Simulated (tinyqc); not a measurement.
One-dimensional ballistic tunnel FET, two-band WKB: two steps of the calculation.

A p-type source for x < 0 with its Fermi level at 0 and its valence edge at ds; in the channel the bands fall as D exp(-x/lam) towards their flat values, with the conduction edge at Ec = ds - dP and D = dP + Eg. The gate moves dP one to one. The drain Fermi level lies at -Vd and the drain side reflects nothing. For w = E - Ec between 0 and dP an electron crosses the gap. Two-band dispersion with equal masses m: inside the gap kappa = sqrt(m u (1 - u/Eg)/C), u the distance from a band edge, C = hbar^2/(2 m0).

Parameters, values chosen for the exercise; band and dielectric values those of a made-up semiconductor: band gap Eg = 0.603 eV; band-edge mass of the two-band model m = 0.049 m0; screening length of the source junction lam = 4.6 nm; tunnelling window Ev(source) - Ec(channel) dP = 0.44 eV; energy above the channel conduction edge w0 = 0.22 eV; cells of the path nc = 6.

Constants: q = 1.602176634e-19 C, hbar = 1.054571817e-34 J s, m0 = 9.1093837015e-31 kg, hbar^2/(2 m0) = 0.0380998212 eV nm^2. Results are converted to the units shown.

Question 1. The path through the gap by the midpoint rule. At w = w0 the path runs from xa = lam ln(D/(w + Eg)) to xb = lam ln(D/w); u(x) = w + Eg - D exp(-x/lam) is the height above the valence edge. Cut it into nc equal cells: S = 2 (cell width) times the sum of kappa at the centres.

Give: xa; xb; x; u; kappa; S.

Answer 1.

xa = 1.0897 nm
xb = 7.1587 nm

```
cell  x (nm)   u (eV)  kappa (1/nm)
0     1.5955  0.08569       0.30748
1     2.6070  0.23123       0.42819
2     3.6185  0.34804       0.43504
3     4.6299  0.44179       0.38975
4     5.6414  0.51704       0.30789
5     6.6529  0.57743       0.17745
```

S = 4.1386

Question 2. The exponent in closed form. S(w) = 2 lam int_0^Eg kappa(u) du/(w + Eg - u) = 2 pi lam sqrt(m/(C Eg)) [w + Eg/2 - sqrt(w (w + Eg))], T(w) = exp(-S). The common triangular estimate is S = (4/3) lam sqrt(m/C) Eg^1.5/(dP + Eg) for all w.

Find: S(w0); T(w0); triangular S.

Answer 2.

S(w0) = 4.052
T(w0) = 0.01739
triangular S = 3.123

Numbers from tinyqc (`OMP_NUM_THREADS=1 python tinyqc.py 2620035 2620036 out.jsonl`; about 0.01 s on one thread of a shared Intel Xeon 2.30GHz).
